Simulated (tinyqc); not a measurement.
Order-disorder in a binary alloy on two sublattices: Bragg-Williams and pair (quasi-chemical) approximations: one step, computed by the program tinyqc.

All z = 4 neighbours of a site lie on the other sublattice. B fills the sublattices with x + eta/2 and x - eta/2; energies are per site, from the pure components: u = -z w y with y the probability of an A-B bond taken in one order.

Task: Short-range order at the Bragg-Williams T_c. Quasi-chemical disordered state, with T here the Bragg-Williams T_c and not the input T: y^2/[(1 - x - y)(x - y)] = exp(2 w/(k_B T)) =: E, so y = 2 x (1 - x)/(1 + r), r = sqrt(1 - 4 x (1 - x)(1 - 1/E)); Warren-Cowley alpha = 1 - y/(x (1 - x)); u = -z w y.

Inputs (values chosen for the exercise, for a model alloy): ordering energy w = (e_AA + e_BB)/2 - e_AB = 34.3 meV; fraction x of B = 0.5.

Lattice: square (z = 4).

T_c, Bragg-Williams = 796.0699 K

Constants: k_B = 8.617333262e-05 eV/K.

Give: bond probability y; alpha of the disordered state at the Bragg-Williams T_c; energy of the disordered state.

Result:

bond probability y = 0.3112

alpha of the disordered state at the Bragg-Williams T_c = -0.2449

energy of the disordered state = -42.70 meV/site

Short-range order already holds 24 % of the full ordering energy z w x^2, counted from the random alloy at -z w x (1 - x); Bragg-Williams puts none there.
